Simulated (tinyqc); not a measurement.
One-diode model of a solar cell: two steps of the calculation.

J is the current delivered and Vj = V + J Rs the junction voltage. J = X JL - J01 (exp(Vj/(n1 Vt)) - 1) - Vj/Rp. The photocurrent does not depend on voltage.

Inputs (values chosen for the exercise); values of the order met in cells of a lead-halide perovskite: temperature T = 300 K; photocurrent at one sun JL = 19.6 mA/cm^2; concentration X = 1 suns; saturation current of the diode J01 = 4.5e-13 A/cm^2; ideality factor of the diode n1 = 1.67; series resistance Rs = 0 ohm cm^2; shunt resistance Rp = 2000 ohm cm^2; incident power at one sun Pin = 100 mW/cm^2.

Constants: q = 1.602176634e-19 C, kB = 1.380649e-23 J/K, Vt = kB T/q. Results are converted to the units shown.

Question 1. New Vj. Open circuit: J(Vj) = 0. G = -dJ/dVj = J01 exp(Vj/(n1 Vt))/(n1 Vt) + 1/Rp. Vj(new) = Vj + J/G.

Vj at the start = 1.0576181 V

Wanted: J; G; Vj after iteration 1.

Answer 1.

J = -0.5288 mA/cm^2
G = 0.4545 S/cm^2
Vj after iteration 1 = 1.056 V

Question 2. Figures of merit. Jsc at V = 0, Voc at J = 0, the maximum power point where J (1 + 2 Rs G) = G Vj with G = -dJ/dVj; FF = Vmp Jmp/(Voc Jsc); efficiency Vmp Jmp/(X Pin). Empirical fill factor without parasitics FF0 = (v - ln(v + 0.72))/(v + 1), v = Voc/(n1 Vt).

Find: Jsc; Voc; Vmp; Jmp; FF; efficiency; FF0.

Answer 2.

Jsc = 19.60 mA/cm^2
Voc = 1.056 V
Vmp = 0.9214 V
Jmp = 18.30 mA/cm^2
FF = 0.8145
efficiency = 16.87 %
FF0 = 0.8341

FF is 2.3 % below FF0. Removing one loss at a time changes the efficiency by: shunt +0.43 points.

Computed by the program tinyqc: `OMP_NUM_THREADS=1 python tinyqc.py 2280118 2280119 out.jsonl`, one thread of a shared Intel Xeon 2.30GHz, about 0.01 s for the whole run.
